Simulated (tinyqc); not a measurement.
## Bandgap voltage reference from two bipolar transistors: output against temperature

Two transistors of area 1 and N carry the same current I. Is(T) = Is (T/T0)^eta exp[(Vg0 q/kB)(1/T0 - 1/T)], VBE1 = Vt ln(I/Is(T)) + I rb, VBE2 = Vt ln(I/(N Is(T))) + I rb/N. The amplifier forces I R1(T) = VBE1 - VBE2 + Vos, with R(T) = R (1 + tc (T - T0)) for both resistors, and the output is Vref = VBE1 + I R2(T). Base currents and the Early effect are neglected.

Vt = kB T/q; I = (Vt ln N + Vos)/(R1(T) - rb (1 - 1/N)).

Parameters, values chosen for the exercise; values of the order met in silicon bipolar transistors: reference temperature T0 = 300 K; band-gap voltage extrapolated to 0 K Vg0 = 1.172 V; temperature exponent of the saturation current eta = 3.1; saturation current of the unit transistor at T0 Is = 2.6e-18 A; area ratio of the second transistor N = 8; resistor across which the difference of VBE falls, at T0 R1 = 13 kohm; temperature coefficient of both resistors tc = 0 ppm/K; offset of the amplifier Vos = 0 mV; series resistance of the unit transistor rb = 34 ohm; output resistor at T0 R2 = 114.6 kohm.

Constants: q = 1.602176634e-19 C, kB = 1.380649e-23 J/K. Results are converted to the units shown.

Output against temperature:

| T (K) | I (uA) | VBE1 (V) | I R2 (V) | Vref (V) | Vref - Vref(T0) (mV) | dVref/dT (uV/K) |
|---|---|---|---|---|---|---|
| 218 | 3.012 | 0.8609 | 0.3452 | 1.206 | 4.534 | -24.87 |
| 233 | 3.219 | 0.8367 | 0.3689 | 1.206 | 4.070 | -36.91 |
| 253 | 3.495 | 0.8041 | 0.4006 | 1.205 | 3.180 | -51.81 |
| 273 | 3.772 | 0.7713 | 0.4322 | 1.203 | 2.005 | -65.58 |
| 298 | 4.117 | 0.7298 | 0.4718 | 1.202 | 0.1641 | -81.44 |
| 323 | 4.462 | 0.6880 | 0.5114 | 1.199 | -2.056 | -96.01 |
| 348 | 4.808 | 0.6459 | 0.5510 | 1.197 | -4.628 | -109.5 |
| 373 | 5.153 | 0.6034 | 0.5906 | 1.194 | -7.524 | -122.1 |
| 398 | 5.499 | 0.5606 | 0.6301 | 1.191 | -10.72 | -133.8 |
| 423 | 5.844 | 0.5176 | 0.6697 | 1.187 | -14.21 | -144.8 |

VBE1 falls by 1.67 mV/K on average and I R2 rises by 1.58 mV/K. The slope of Vref vanishes at T = 190 K. Between 233 and 398 K Vref spans 14.8 mV, or 74.7 ppm/K by the box method (span over the average over T, over 165 K).

Computed by the program tinyqc: `OMP_NUM_THREADS=1 python tinyqc.py 2062076 2062077 out.jsonl`, one thread of a shared Intel Xeon 2.30GHz, about 0.02 s for the whole run.
